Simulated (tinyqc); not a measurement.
# p-i-n junction, non-linear Poisson equation by Newton steps: effects of single changes

One dimension, p side on the left, n side on the right; net doping C = -Na for x < 0, 0 for 0 < x < Li and +Nd beyond. The potential psi is counted from the intrinsic level, and the quasi-Fermi potentials are flat: 0 for holes and -V for electrons, so n = ni exp((psi + V)/Vt) and p = ni exp(-psi/Vt) (Boltzmann statistics, full ionisation, no current).

Values chosen for this exercise; band and dielectric values close to those of gallium phosphide:
- T = 273 K (temperature)
- Eg = 2.3 eV (band gap)
- eps_r = 11.2 (relative permittivity)
- Nc = 1.54e19 cm^-3 (conduction-band density of states at T)
- Nv = 1.63e19 cm^-3 (valence-band density of states at T)
- Na = 5.4e17 cm^-3 (acceptor density of the p side)
- Nd = 2.7e17 cm^-3 (donor density of the n side)
- V = 0 V (bias of the p side against the n side)
- Li = 170 nm (width of the undoped layer, from x = 0 to Li)

Constants: q = 1.602176634e-19 C, kB = 1.380649e-23 J/K, Vt = kB T/q, eps0 = 8.8541878128e-14 F/cm where lengths are in cm. Results are converted to the units shown.

Each table varies one quantity; the others keep the values above.

## Capacitance and field against bias

The Poisson equation d/dx(eps0 eps_r dpsi/dx) = -q (p - n + C) is solved on a mesh of more than 1000 nodes that ends in neutral material (psi_p = -Vt ln(Na/ni), psi_n = Vt ln(Nd/ni) - V). C_j = q d/dV of the integral of p over x, from the linearised equation. ni = sqrt(Nc Nv) exp(-Eg/(2 Vt)), Eg in volts. Depletion approximation: Vbi = Vt ln(Na Nd/ni^2), W = sqrt(2 eps0 eps_r (Vbi - V)(1/Na + 1/Nd)/q), xp = W Nd/(Na + Nd), xn = W Na/(Na + Nd), peak field 2 (Vbi - V)/W, capacitance eps0 eps_r/W. The last column applies it to an abrupt Na-Nd junction.

Capacitance and field against bias:
```
V (V)  peak |E| (kV/cm)  C_j (nF/cm^2)  1/C_j^2 (cm^4/uF^2)  eps0 eps_r/C_j (nm)  abrupt depletion C (nF/cm^2)
0                 110.3          47.73                438.9                207.8                         82.04
-1.43             175.3          43.07                539.2                230.3                         63.42
-2.86             234.7          39.55                639.2                250.7                         53.56
-4.29             289.7          36.78                739.2                269.6                         47.21
-5.71             340.7          34.53                838.5                287.2                         42.72
-7.14             389.1          32.64                938.5                303.8                         39.29
-8.57             435.0          31.03                 1038                319.6                         36.57
-10               478.7          29.64                 1139                334.6                         34.34
```

What does the table show?

With V going from 0 to -10 V, C_j falls from 47.7 to 29.6 nF/cm^2 and the peak field rises from 110 to 479 kV/cm. The slope of 1/C_j^2, read as N = 2/(q eps0 eps_r |slope|), gives 1.80e17 cm^-3 between the first two rows and 1.80e17 cm^-3 between the last two, against Na Nd/(Na + Nd) = 1.80e17 cm^-3; the slopes of all rows agree within 0.2 %, as for uniform doping at both edges. At the end C_j goes as (Vbi - V)^(-0.37) with Vbi = 2.12 V, and it is 14 % below the abrupt depletion formula (at the first row 42 % below it).

## Effect of the width of the undoped layer

Same model as above.

The abrupt values quoted are those of these depletion formulas.

Effect of the width of the undoped layer:
```
Li (nm)  peak |E| (kV/cm)  C_j (nF/cm^2)  eps0 eps_r/C_j (nm)
21                    292           81.7                  121
30                    271           80.5                  123
43                    244           78.1                  127
60                    214           74.1                  134
85                    179           67.6                  147
120                   144           58.5                  169
170                   110           47.7                  208
```

What does the table show?

As Li grows from 21 to 170 nm, the peak field falls from 292 to 110 kV/cm and C_j falls from 81.7 to 47.7 nF/cm^2. The abrupt depletion formulas give 352 kV/cm and W = 121 nm; the first row's field is 17 % below that and the last row's 69 % below it. The same voltage drops over a longer distance, so the field falls.

Computed by the program tinyqc: `OMP_NUM_THREADS=1 python tinyqc.py 2000042 2000043 out.jsonl`, one thread of a shared Intel Xeon 2.30GHz, about 0.07 s for the whole run.
